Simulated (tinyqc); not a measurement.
Changing the wafer radius R: thermal and gravitational stress in a wafer during furnace and rapid thermal processing, and the onset of slip. Computed by tinyqc, a small Python program. Command: `OMP_NUM_THREADS=1 python tinyqc.py 3005817 3005818 out.jsonl slip sweep`. One thread of a shared host (Intel(R) Xeon(R) Processor @ 2.30GHz), about 0.01 s of CPU time with the checks.

A thin free disc in plane stress, isotropic; T(r) = T_centre + dT (r/R)^n with n = 2. Stress is positive in tension; sigma_SB = 5.670374419e-8 W/(m^2 K^4), g = 9.80665 m/s^2.

Inputs (values chosen for the exercise, modelled on silicon): thickness t = 925 micrometre; Young's modulus E = 150 GPa; Poisson ratio nu = 0.22; expansion alpha = 4.43 1e-6/K; temperature T = 1325 K; prefactor A of the critical stress = 0.00029 MPa; energy U of the critical stress = 1.04 eV; density rho = 2330 kg/m^3; heat capacity c = 975 J/(kg K); conductivity k = 28 W/(m K); wafer spacing s = 12 mm; ramp rate = 5.3 K/min; radius of the support ring over R = 0.9.

Constants: k_B = 8.617333262e-05 eV/K.

Method:
- Critical resolved stress tau_c = A exp(U/(k_B T)), a form chosen for the exercise; slip when 0.492799 |s_tt(R)| > tau_c; allowed |dT| = tau_c (n + 2)/(0.492799 n alpha E).
- In a stack heated from the rim, heat flows inward by conduction and by radiation between wafers: k_eff = k + (16/3) sigma_SB T^3 s^2/t (a diffusion estimate with the spacing as path length). A steady ramp gives the parabolic lag dT = rho c (ramp) R^2/(4 k_eff); the allowed ramp uses n = 2.
- Own weight q = rho g t on a ring of radius b R, x = r/R: moments of an edge-supported plate, M_r = q R^2 (3 + nu)(1 - x^2)/16 and M_t = q R^2 [(3 + nu) - (1 + 3 nu) x^2]/16, less the uniform moment inside the ring load, q R^2 [(1 - nu)(1 - b^2) - 2 (1 + nu) ln b]/8; stress at the lower face = 6 M/t^2.

One run for each value:
```
wafer radius R (mm)  allowed ramp rate (K/min)  lag of the centre (K)  stress at the centre (MPa)
50.0                                     92.96                   0.91                       0.056
62.5                                     59.49                   1.43                       0.087
75.0                                     41.31                   2.05                       0.126
100.0                                    23.24                   3.65                       0.223
150.0                                    10.33                   8.21                       0.502
225.0                                     4.59                  18.47                       1.130
```

What does the table show, and why?

Over the rows, allowed ramp rate (K/min) falls from 93.0 to 4.59 (exponent d ln y / d ln x about -2.0 throughout); lag of the centre (K) rises from 0.912 to 18.5 (exponent d ln y / d ln x about 2.0 throughout); stress at the centre (MPa) rises from 0.0558 to 1.13. The exponent of allowed ramp rate stays at -2: diffusion over the radius. The exponent of lag of the centre stays at 2: diffusion over the radius. The thickness is held fixed; lag and sag stress both grow as R^2, which is why larger wafers are thicker and ramped more slowly or heated singly.
